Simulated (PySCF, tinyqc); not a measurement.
Inside a calculation. Method: RHF in the 3-21g basis, for H3-, spin multiplicity 1. The basis has no diffuse functions, so it cannot describe the extra electron: this is an exercise in the method, not the real anion. The lowest restricted solution is unstable here: a spin-polarised one lies 0.0688 hartree lower (PySCF). Computed by tinyqc, a small Python program that keeps every step (integrals from PySCF). Settings: charge = -1, multiplicity = 1, basis = 3-21g, energy threshold = 1e-09, iteration cap = 85, orthogonalisation = symmetric, start = atomic densities, DIIS depth = 0, method = RHF. Command: `OMP_NUM_THREADS=1 python tinyqc.py 23881 23882 out.jsonl` (the two numbers bound the seeds that draw the settings). One thread of a shared host (Intel(R) Xeon(R) Processor @ 2.60GHz), about 0.09 s of CPU time with the checks.

Geometry (angstrom):

| atom | x | y | z |
|---|---|---|---|
| H | 0.000000 | 0.000000 | 0.000000 |
| H | 0.000000 | 0.000000 | 0.895000 |
| H | 0.000000 | 0.775000 | 0.448000 |

Stop when the energy changes by less than 1e-09 hartree and every element of the error matrix X^T (F D S - S D F) X is below 9e-06.

Course of the cycle:

| iteration | E (hartree) | change | largest element of the error matrix |
|---|---|---|---|
| 1 | -1.68536494 | - | 1.75e-01 |
| 2 | -1.21365465 | 4.72e-01 | 9.22e-02 |
| 3 | -1.22483700 | -1.12e-02 | 7.26e-03 |
| 4 | -1.22501258 | -1.76e-04 | 2.65e-03 |
| 5 | -1.22508917 | -7.66e-05 | 2.14e-03 |
| 6 | -1.22516657 | -7.74e-05 | 2.22e-03 |
| 7 | -1.22524718 | -8.06e-05 | 2.27e-03 |
| 8 | -1.22533082 | -8.36e-05 | 2.32e-03 |
| 9 | -1.22541716 | -8.63e-05 | 2.36e-03 |
| 10 | -1.22550578 | -8.86e-05 | 2.39e-03 |
| 11 | -1.22559623 | -9.04e-05 | 2.42e-03 |
| 12 | -1.22568800 | -9.18e-05 | 2.44e-03 |
| 13 | -1.22578056 | -9.26e-05 | 2.45e-03 |
| 14 | -1.22587336 | -9.28e-05 | 2.45e-03 |
| ... | ... | ... | ... |
| 72 | -1.22747104 | -5.14e-07 | 1.63e-04 |
| 73 | -1.22747150 | -4.59e-07 | 1.54e-04 |
| 74 | -1.22747191 | -4.09e-07 | 1.45e-04 |
| 75 | -1.22747228 | -3.65e-07 | 1.37e-04 |
| 76 | -1.22747260 | -3.26e-07 | 1.30e-04 |
| 77 | -1.22747289 | -2.91e-07 | 1.22e-04 |
| 78 | -1.22747315 | -2.59e-07 | 1.16e-04 |
| 79 | -1.22747338 | -2.31e-07 | 1.09e-04 |
| 80 | -1.22747359 | -2.06e-07 | 1.03e-04 |
| 81 | -1.22747377 | -1.84e-07 | 9.72e-05 |
| 82 | -1.22747394 | -1.64e-07 | 9.18e-05 |
| 83 | -1.22747408 | -1.46e-07 | 8.66e-05 |
| 84 | -1.22747421 | -1.31e-07 | 8.18e-05 |
| 85 | -1.22747433 | -1.16e-07 | 7.72e-05 |

Can the last value be used, and what does the course show?

Not by the stop rule, although the second column moves by less than 1e-06 over the last three steps. Not converged within the cap of 85 iterations: the residual falls steadily but slowly, by a factor of about 0.94 a step. Reruns (cap 100 unless said): DIIS 8: converged in 13; damping 0.5: not converged; level shift 0.5: not converged; atomic densities as start, DIIS 8: converged in 13; the original settings with a cap of 400: converged in 127. PySCF RHF in the same basis = -1.22411636 hartree.
